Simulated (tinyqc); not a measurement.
Worked calculation: sp3 tight binding, zinc-blende lattice. One step of it, computed by the program tinyqc.

Task: Bloch Hamiltonian at k. Slater-Koster rules over the four bonds with direction cosines (l, m, n): ss V_ss; s-px l V_sp; px-s -l V_sp; px-px l^2 V_pps + (1 - l^2) V_ppp; px-py l m (V_pps - V_ppp); each times exp(i k.d).

Parameters chosen for this model: zinc-blende lattice, anion at 0, cation at a/4 (1,1,1); V = eta hbar^2 / (m d^2), hbar^2/m = 7.619964 eV angstrom^2:

| parameter | value | unit |
|---|---|---|
| a | 6.170000 | angstrom |
| d | 2.671688 | angstrom |
| Es anion | -15.900000 | eV |
| Ep anion | -6.380000 | eV |
| Es cation | -15.900000 | eV |
| Ep cation | -6.380000 | eV |
| eta ss | -1.400000 |  |
| eta sp | 1.840000 |  |
| eta pp sigma | 3.240000 |  |
| eta pp pi | -0.810000 |  |
| V ss | -1.494546 | eV |
| V sp | 1.964261 | eV |
| V pp sigma | 3.458807 | eV |
| V pp pi | -0.864702 | eV |

k point k (2 pi / a): 0.330000  -0.480000  -0.560000

Give: H(k) at k.

Result:

H(k) at k (eV):
```
                  a s            a px             a py             a pz
a s          -15.9000          0.0000           0.0000           0.0000
a px           0.0000         -6.3800           0.0000           0.0000
a py           0.0000          0.0000          -6.3800           0.0000
a pz           0.0000          0.0000           0.0000          -6.3800
c s   -2.4129-1.5623i  2.0783+1.0443i  -1.2624-1.7194i  -0.9807-2.2132i
c px  -2.0783-1.0443i  0.9307+0.6026i   1.2463+2.8125i   1.6042+2.1850i
c py   1.2624+1.7194i  1.2463+2.8125i   0.9307+0.6026i  -2.6412-1.3271i
c pz   0.9807+2.2132i  1.6042+2.1850i  -2.6412-1.3271i   0.9307+0.6026i

                  c s             c px             c py             c pz
a s   -2.4129+1.5623i  -2.0783+1.0443i   1.2624-1.7194i   0.9807-2.2132i
a px   2.0783-1.0443i   0.9307-0.6026i   1.2463-2.8125i   1.6042-2.1850i
a py  -1.2624+1.7194i   1.2463-2.8125i   0.9307-0.6026i  -2.6412+1.3271i
a pz  -0.9807+2.2132i   1.6042-2.1850i  -2.6412+1.3271i   0.9307-0.6026i
c s          -15.9000           0.0000           0.0000           0.0000
c px           0.0000          -6.3800           0.0000           0.0000
c py           0.0000           0.0000          -6.3800           0.0000
c pz           0.0000           0.0000           0.0000          -6.3800
```
